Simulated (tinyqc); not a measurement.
Dopants and charged point defects at anneal temperature: Fermi-level effect, clustering and pairing: one step, computed by the program tinyqc. Command: `OMP_NUM_THREADS=1 python tinyqc.py 3007565 3007566 out.jsonl pairing walk`. One thread of a shared host (Intel(R) Xeon(R) Processor @ 2.30GHz), about 0.01 s of CPU time with the checks.

Boltzmann statistics and full ionisation of active dopants. Energies are counted from the valence band; the defect (a vacancy or self-interstitial) has five charge states, with all degeneracy factors one.

Question. Charged defects. C_0 = N_s exp(S_f/k_B) exp(-H_f/k_B T). Ratios to the neutral state at E_F = E_i: r_+ = exp((E(+/0) - E_i)/k_B T), r_2+ = r_+ exp((E(2+/+) - E_i)/k_B T), r_- = exp((E_i - E(0/-))/k_B T), r_2- = r_- exp((E_i - E(-/2-))/k_B T); at other E_F state q scales as chi^(-q). The enhancement is sum r_q chi^(-q)/sum r_q. The charge on the defects is left out of neutrality.

Inputs (values chosen for the exercise, with bands modelled on 4H-SiC):

| quantity | value | unit |
|---|---|---|
| anneal temperature T | 1430 | K |
| formation enthalpy of the neutral defect H_f | 4.49 | eV |
| formation entropy S_f | 9.8 | k_B |
| site density N_s | 4.7e+22 | cm^-3 |

Dopant: donor. Second part: pairing with a mobile impurity.

defect levels as fractions of E_g(T): (2+/+), (+/0), (0/-), (-/2-): 0.16  0.12  0.53  0.67

E_g = 2.970769 eV

k_B T = 0.1232279 eV

n_i = 2.210563e+15 cm^-3

E_i = 1.564583 eV

chi = 1990.444

Give: neutral defects C_0; Charge states; all defects, doped; enhancement over intrinsic; mean charge.

Answer.

neutral defects C_0 = 1.271e+11 cm^-3

Charge states:

| state | ratio r | intrinsic (cm^-3) | doped (cm^-3) |
|---|---|---|---|
| 2+ | 8.006e-09 | 1.017e+03 | 2.567e-04 |
| + | 5.525e-05 | 7.019e+06 | 3.526e+03 |
| 0 | 1.000e+00 | 1.271e+11 | 1.271e+11 |
| - | 9.226e-01 | 1.172e+11 | 2.333e+14 |
| 2- | 2.912e-02 | 3.700e+09 | 1.466e+16 |

all defects, doped = 1.489e+16 cm^-3

enhancement over intrinsic = 60059

mean charge = -1.984 e

Doping leaves the neutral state alone and multiplies the total by 60100; the most common state is 2- (in intrinsic material 0).
